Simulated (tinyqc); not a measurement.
## Carrier lifetime of an n-type layer with SRH, radiative, Auger and surface recombination: lifetime against injection

Uniform excess density dn = dp (no trapping), n = n0 + dn, p = p0 + dn, Boltzmann statistics, full ionisation. Surfaces enter as a rate 2 S dn/d, which holds while diffusion to them is fast.

ni = sqrt(Nc Nv) exp(-Eg/(2 Vt)), Eg in volts; majority density N/2 + sqrt(N^2/4 + ni^2), n0 p0 = ni^2; n1 = Nc exp(-Et/Vt), p1 = Nv exp((Et - Eg)/Vt); tn0 = 1/(sn vth Nt), tp0 = 1/(sp vth Nt). With e = n p - ni^2 = dn (n0 + p0 + dn): U_SRH = e/(tp0 (n + n1) + tn0 (p + p1)), U_rad = B e, U_Aug = (Cn n + Cp p) e, U_s = 2 S dn/d. Each tau is dn over its rate; tau = dn/U with U the sum.

Parameters, values chosen for the exercise; band and dielectric values close to those of 4H silicon carbide:
- T = 300 K (temperature)
- Eg = 3.2 eV (band gap)
- Nc = 1.72e19 cm^-3 (conduction-band density of states at T)
- Nv = 2.48e19 cm^-3 (valence-band density of states at T)
- B = 1.51e-12 cm^3/s (radiative coefficient)
- N = 2.2e14 cm^-3 (donor density)
- Cn = 1.6e-31 cm^6/s (Auger coefficient (two electrons))
- Cp = 1.6e-31 cm^6/s (Auger coefficient (two holes))
- Nt = 1.1e13 cm^-3 (trap density)
- sn = 3e-16 cm^2 (capture cross-section for electrons)
- sp = 4e-15 cm^2 (capture cross-section for holes)
- vth = 2.5e7 cm/s (thermal velocity (both carriers))
- Et = 2.27 eV (trap level below the conduction band)
- S = 0 cm/s (surface recombination velocity (both faces))
- d = 10 um (sample thickness)

Constants: q = 1.602176634e-19 C, kB = 1.380649e-23 J/K, Vt = kB T/q. Results are converted to the units shown.

Results:
```
dn (cm^-3),tau_SRH (s),tau_rad (s),tau_Aug (s),tau (s),radiative share (%),largest path
1e11,9.146e-7,0.003009,129.0,9.143e-7,0.03039,SRH
1e12,9.639e-7,0.002997,127.4,9.636e-7,0.03216,SRH
1e13,1.436e-6,0.002879,113.2,1.435e-6,0.04985,SRH
1e14,4.697e-6,0.002070,46.50,4.686e-6,0.2264,SRH
1e15,1.084e-5,5.428e-4,2.308,1.063e-5,1.959,SRH
1e16,1.277e-5,6.480e-5,0.03024,1.066e-5,16.46,SRH
1e17,1.300e-5,6.608e-6,3.115e-4,4.321e-6,65.39,radiative
1e19,1.303e-5,6.622e-8,3.125e-8,2.120e-8,32.01,Auger
```

Estimate the missing row, dn = 1e18 cm^-3.

Computed row:
```
dn (cm^-3),tau_SRH (s),tau_rad (s),tau_Aug (s),tau (s),radiative share (%),largest path
1e18,1.303e-5,6.621e-7,3.124e-6,5.243e-7,79.19,radiative
```

With this row back in the table: SRH recombination leads at dn = 1e11, radiative from 1e17, Auger from 1e19 on. The total lifetime goes from 9.14e-7 through a maximum of 1.07e-5 (at dn = 1e16 among the rows listed) to 2.12e-8 s. tau_SRH goes from 9.15e-7 s (low-injection limit 9.09e-7 s) to 1.30e-5 s (high-injection limit tn0 + tp0 = 1.30e-5 s). Between the last two rows tau_rad goes as dn^(-1.00) and tau_Aug as dn^(-2.00); the radiative share goes from 0.0304 through a maximum of 79.2 (at dn = 1e18 among the rows listed) to 32.0 %. For dn = 1e19 the carriers are degenerate, where B and the Auger coefficients no longer stay constant.

Program tinyqc, `OMP_NUM_THREADS=1 python tinyqc.py 2300138 2300139 out.jsonl`; Intel Xeon 2.30GHz, shared host, one thread, about 0.01 s.
